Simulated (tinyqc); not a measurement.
# Reverse leakage of an n+-p junction: diffusion, generation, trap-assisted and band-to-band tunnelling: leakage components against the reverse bias

One-sided abrupt junction in the depletion approximation, x from the junction (0) to W on the p side, field F = F0 (1 - x/W). Flat quasi-Fermi levels, long p side. Traps generate through SRH with both lifetimes shortened by 1 + Gamma (Hurkx enhancement, form for moderate fields); band-to-band generation is local and needs a total bending above Eg.

ni = sqrt(Nc Nv) exp(-Eg/(2 Vt)), Eg in volts; Vbi = Vt ln(Na Nd/ni^2); W = sqrt(2 eps0 eps_r (Vbi + VR)/(q Na)); F0 = 2 (Vbi + VR)/W; FG = sqrt(24 mt m0 (kB T)^3)/(q hbar); J_diff = q ni^2 sqrt(Dn/tau)(1 - exp(-VR/Vt))/Na. u = (Vbi + VR)(1 - x/W)^2, p = Na exp(-u/Vt), n = Nd exp((u - Vbi - VR)/Vt); G0 = ni^2 (1 - exp(-VR/Vt))/(tau (n + p + 2 ni cosh(Et/Vt))); Gamma = 2 sqrt(3 pi)(F/FG) exp((F/FG)^2); trap-assisted part G0 Gamma; G_bb = Ab F^2.5 exp(-Bb/F) with F in V/cm, zero unless Vbi + VR > Eg, and counted as zero under 1 cm^-3 s^-1. Currents are q times the integrals over 0 to W; J_bb under 1e-8 of J is printed as 0; rows with F0/FG above 2.2, beyond the range of this Gamma, are left out.

Inputs (values chosen for the exercise); band and dielectric values close to those of silicon:
- T = 250 K (temperature)
- Eg = 1.11 eV (band gap)
- eps_r = 11.8 (relative permittivity)
- Nc = 2.15e19 cm^-3 (conduction-band density of states at T)
- Nv = 1.99e19 cm^-3 (valence-band density of states at T)
- Na = 2.2e16 cm^-3 (acceptor density of the lighter side)
- Nd = 1e19 cm^-3 (donor density of the heavier side)
- tau = 4e-6 s (SRH lifetime of both carriers at zero field)
- Et = 0 eV (trap level above the intrinsic level)
- mt = 0.23 m0 (tunnelling mass)
- Dn = 24 cm^2/s (electron diffusion coefficient on the lighter side)
- Ab = 2.1e14 cm^-0.5 V^-2.5 s^-1 (band-to-band prefactor)
- Bb = 1.85e7 V/cm (band-to-band field constant)

Constants: q = 1.602176634e-19 C, kB = 1.380649e-23 J/K, hbar = 1.054571817e-34 J s, m0 = 9.1093837015e-31 kg, Vt = kB T/q, eps0 = 8.8541878128e-14 F/cm where lengths are in cm. Results are converted to the units shown.

The same in every row: J_bb (A/cm^2) = 0.

Leakage components against the reverse bias:
```
VR (V),F0 (kV/cm),F0/FG,J_diff (A/cm^2),J_SRH (A/cm^2),J_TAT (A/cm^2),J (A/cm^2),largest part
0.2,88.0,0.327,3.21e-16,1.06e-11,1.48e-11,2.54e-11,trap-assisted tunnelling
0.5,98.8,0.367,3.21e-16,2.19e-11,3.45e-11,5.64e-11,trap-assisted tunnelling
0.8,109,0.403,3.21e-16,3.14e-11,5.48e-11,8.62e-11,trap-assisted tunnelling
1.1,118,0.437,3.21e-16,3.97e-11,7.57e-11,1.15e-10,trap-assisted tunnelling
1.4,126,0.468,3.21e-16,4.73e-11,9.72e-11,1.45e-10,trap-assisted tunnelling
1.7,134,0.497,3.21e-16,5.43e-11,1.19e-10,1.74e-10,trap-assisted tunnelling
2,141,0.524,3.21e-16,6.08e-11,1.42e-10,2.03e-10,trap-assisted tunnelling
2.3,148,0.550,3.21e-16,6.70e-11,1.65e-10,2.32e-10,trap-assisted tunnelling
2.6,155,0.575,3.21e-16,7.27e-11,1.89e-10,2.62e-10,trap-assisted tunnelling
```

J rises from 2.54e-11 to 2.62e-10 A/cm^2. Trap-assisted tunnelling leads at VR = 0.2 and in all other rows. The ratio J_TAT/J_SRH goes from 1.39 to 2.60 as F0/FG goes from 0.327 to 0.575.

Range of the model: The n+ side is degenerate, so Vbi from Boltzmann statistics is only a guide.

Computed by the program tinyqc: `OMP_NUM_THREADS=1 python tinyqc.py 2290119 2290120 out.jsonl`, one thread of a shared Intel Xeon 2.30GHz, about 0.01 s for the whole run.
